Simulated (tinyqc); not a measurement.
Inside a calculation: Fermi-Dirac statistics of conduction electrons. Values are carried at full precision from step to step, so a last printed digit may differ when a step is redone from the rounded ones.

Constants: hbar^2/2m0 = 3.80998211 eV angstrom^2; kB = 8.617333262e-05 eV/K; e^2/(4 pi eps0) = 14.39964547 eV angstrom.

Values chosen for the exercise (near those of GaN, lowest valleys alone; the results hold for these values, not for the real material): m = 0.202 m0 (density-of-states mass of the conduction band); T = 77 K; n = 6.8e+17 1/cm^3 (electron density); eps = 9.55 (static dielectric constant); alpha = 0.18 1/eV (non-parabolicity); mh = 1.37 m0 (heavy-hole mass); Eg = 3.513 eV (gap).

## Reduced density

N = 2 (m kB T/(4 pi c))^(3/2) with c = hbar^2/2m0, in 1/angstrom^3; times 1e24 for 1/cm^3; u = n/Nc.

kT = 0.006635 eV
Nc = 2.9625e+17 1/cm^3
u = n/Nc = 2.29539

## Reduced Fermi level by five rules

F_j(eta) = (1/Gamma(j + 1)) integral_0^infinity x^j dx/(1 + exp(x - eta)), which tends to exp(eta) for eta << 0.

With u = n/Nc: Boltzmann eta = ln u; Joyce-Dixon eta = ln u + u/sqrt(8) - 4.95009e-3 u^2 + 1.48386e-4 u^3 - 4.42563e-6 u^4; Nilsson eta = ln u/(1 - u^2) + v/(1 + (0.24 + 1.08 v)^-2) with v = (3 sqrt(pi) u/4)^(2/3); fully degenerate limit eta = v; exact: F_1/2(eta) = u.

Find eta = (EF - Ec)/kT by each rule.

eta: Boltzmann 0.831, Joyce-Dixon 1.618, Nilsson 1.621, degenerate 2.104, exact 1.618

Against the exact value the errors are Boltzmann -0.787, Joyce-Dixon 0.000, Nilsson +0.003, degenerate limit +0.486 (in kT).

## Exact eta by Newton steps

Solve ln F_1/2(eta) = ln u from the Boltzmann value; dF_1/2/d eta = F_-1/2, so the step is -ln(F_1/2/u) F_1/2/F_-1/2. Stop below 1e-9.

Newton steps:
```
step       eta    F_1/2    F_-1/2  step taken
1     0.830901  1.40833  0.951920       0.723
2     1.553614  2.21247   1.27286      0.0639
3     1.617561  2.29476   1.30081    0.000478
4     1.618039  2.29539   1.30102    2.65e-08
5     1.618039  2.29539   1.30102           0
```

Converged in 5 steps.

## Mean energy, Einstein relation and screening

eta = 1.61804

Mean kinetic energy <E> = (3/2) kT F_3/2/F_1/2; D/mu = (kT/e) F_1/2/F_-1/2; dn/dEF = (Nc/kT) F_-1/2; screening length L = (4 pi (e^2/(4 pi eps0)) (dn/dEF)/eps)^(-1/2), with dn/dEF in 1/(angstrom^3 eV) (1/cm^3 = 1e-24/angstrom^3).

F_-1/2, F_1/2, F_3/2: 1.301  2.295  3.190

<E> = 13.83 meV
D/mu = 11.71 mV
dn/dEF = 5.809e+19 1/(cm^3 eV)
L = 30.14 angstrom

EF lies within 2 kT of the edge. D/mu is 1.764 times kT/e and <E> is 1.390 times (3/2) kT; the Debye formula, with n/kT in place of dn/dEF, would give L = 22.69 angstrom.

## Fermi level in the non-parabolic band

Non-parabolic band E (1 + alpha E) = c k^2/m: n = Nc (2/sqrt(pi)) integral_0^infinity sqrt(x (1 + a x)) (1 + 2 a x) dx/(1 + exp(x - eta)) with a = alpha kT and eta = (EF - Ec)/kT; a = 0 gives n = Nc F_1/2(eta).

Solve for eta at the same n.

a = 0.00119
eta = 1.607
EF - Ec = 10.66 meV

The extra states lower EF by 0.07 meV against the parabolic band.

## Burstein-Moss edge

Vertical transitions from the heavy-hole band reach half-empty states at the k where the conduction energy equals EF: k^2 = E (1 + alpha E) m/c with E = EF - Ec and c = hbar^2/2m0; edge = Eg + E + c k^2/mh. Gap narrowing by many-body effects is left out.

k = 0.02380 1/angstrom
hole energy = 0.0016 eV
edge = 3.5252 eV

The edge moves up by 12.2 meV, of which the valence band supplies 13 %.

## Checks

- Non-parabolic integral at a = 0 against F_1/2(2): both 2.823721.
- F_1/2(40) against the Sommerfeld form (4/(3 sqrt(pi))) eta^(3/2) (1 + pi^2/(8 eta^2)): both 190.45.

Computed by tinyqc, a small Python program: `OMP_NUM_THREADS=1 python tinyqc.py 1651570 1651571 out.jsonl` (the numbers bound the seed that draws the inputs); one thread of a shared host (Intel(R) Xeon(R) Processor @ 2.30GHz), about 0.01 s for the whole set of steps.
